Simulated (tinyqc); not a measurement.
The scattering mechanism: Boltzmann transport in a parabolic band with a power-law relaxation time.

F_j(eta) = (1/Gamma(j + 1)) integral_0^infinity x^j dx/(1 + exp(x - eta)), which tends to exp(eta) for eta << 0.

tau = tau0 x^r with x = E/kT. With K_j = Gamma(j + 1) F_j(eta): <tau> = tau0 (r + 3/2) K_(r+1/2)/((3/2) K_(1/2)); mu = <tau>/(mc m0/e), m0/e = 5.685630e-12 kg/C; Hall factor rH = (3/2) K_(1/2) (2r + 3/2) K_(2r+1/2)/((r + 3/2) K_(r+1/2))^2; Seebeck S = -(kB/e) [(r + 5/2) K_(r+3/2)/((r + 3/2) K_(r+1/2)) - eta]; Lorenz number L = (kB/e)^2 [(r + 7/2) K_(r+5/2)/((r + 3/2) K_(r+1/2)) - ((r + 5/2) K_(r+3/2)/((r + 3/2) K_(r+1/2)))^2]; kB/e in V/K. Valley anisotropy is left out of rH.

Constants: kB = 8.617333262e-05 eV/K.
eta = -4.66266

Same eta for each exponent.

Results:

| r | mechanism | <tau>/tau0 | rH | S (microvolt/K) | L (1e-8 W ohm/K^2) |
|---|---|---|---|---|---|
| -0.5 | acoustic phonons | 0.751 | 1.177 | -574.5 | 1.487 |
| 0.0 | a constant relaxation time | 1.000 | 1.000 | -617.6 | 1.857 |
| 0.5 | polar optical or piezoelectric scattering | 1.506 | 1.104 | -660.6 | 2.228 |
| 1.5 | ionised impurities | 4.523 | 1.930 | -746.7 | 2.969 |

What does the comparison show?

From r = -1/2 to 3/2 |S| grows by 172.1 microvolt/K, against 2 kB/e = 172.3 in the non-degenerate limit: scattering that favours fast electrons raises the mean energy carried. rH is 1 only for constant tau and reaches 1.930 for r = 3/2; L spans 1.487 to 2.969 against the metallic 2.443.

Program tinyqc; command `OMP_NUM_THREADS=1 python tinyqc.py 1682430 1682431 out.jsonl`; about 0.01 s on one thread of a shared Intel(R) Xeon(R) Processor @ 2.30GHz.
